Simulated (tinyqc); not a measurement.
# MOS structure on a p-type body, non-linear Poisson equation by Newton steps: effect of the insulator thickness on threshold, swing and body effect

One dimension, insulator interface at x = 0, acceptor density Na, uniform, net doping C = -(acceptor density). psi is counted from the intrinsic level: n = ni exp((psi - Vb)/Vt), p = ni exp(-psi/Vt); deep in the body psi_b = -Vt ln(Na/ni). The gate acts through Cox = eps0 eox/tox and has the potential psi_G = Vg - (phiM - chi - Vt ln(Nc/ni)). Boltzmann statistics, full ionisation, classical densities, no oxide or interface charge.

ni = sqrt(Nc Nv) exp(-Eg/(2 Vt)), Eg in volts. The Poisson equation d/dx(eps0 eps_r dpsi/dx) = -q (p - n + C), with eps0 eps_r dpsi/dx = -Cox (psi_G - psi_0) at x = 0, is solved on a mesh of about 600 nodes or more. N_inv is the integral of n less its value deep in the body. VT is the Vg at which N_inv = 2e11 cm^-2. m = 1/(dpsi_0/dVg) at N_inv = 1e8 cm^-2; the swing is the Vg between N_inv = 1e8 and 1e9 cm^-2; body coefficient [VT(Vb + 0.05 V) - VT(Vb)]/0.05 V - 1.

Values chosen for this exercise; band and dielectric values close to those of silicon:
- T = 300 K (temperature)
- Eg = 1.14 eV (band gap)
- eps_r = 11.8 (relative permittivity)
- Nc = 2.83e19 cm^-3 (conduction-band density of states at T)
- Nv = 2.63e19 cm^-3 (valence-band density of states at T)
- chi = 4 eV (electron affinity)
- Na = 9.6e16 cm^-3 (acceptor density deep in the body)
- eox = 3.9 (relative permittivity of the gate insulator (close to silicon dioxide))
- phiM = 4.02 eV (gate work function)
- Vb = 0 V (electron quasi-Fermi potential against the body)

Constants: q = 1.602176634e-19 C, kB = 1.380649e-23 J/K, Vt = kB T/q, eps0 = 8.8541878128e-14 F/cm where lengths are in cm. Results are converted to the units shown.

The same in every row: psi_0 - psi_b at VT (V) = 0.916.

Effect of the insulator thickness on threshold, swing and body effect:
```
tox (nm)  VT (V)   m - 1  swing (mV/decade)  body coefficient
1.4       0.0227  0.0441               63.3            0.0522
2         0.0576  0.0629               64.5            0.0688
2.9        0.110  0.0913               66.2            0.0937
4.3        0.191   0.135               68.8             0.132
6.3        0.308   0.198               72.6             0.188
9.2        0.476   0.289               78.2             0.268
14         0.755   0.441               87.3             0.401
```

Read the table: what changes, and by how much?

As tox goes from 1.4 to 14, VT rises from 0.0227 to 0.755 V, the swing rises from 63.3 to 87.3 mV/decade and the body coefficient rises from 0.0522 to 0.401. The swing stays within 1.9 % of m Vt ln 10, and the body coefficient within 0.040 of m - 1.

Computed by the program tinyqc: `OMP_NUM_THREADS=1 python tinyqc.py 2080147 2080148 out.jsonl`, one thread of a shared Intel Xeon 2.30GHz, about 0.4 s for the whole run.
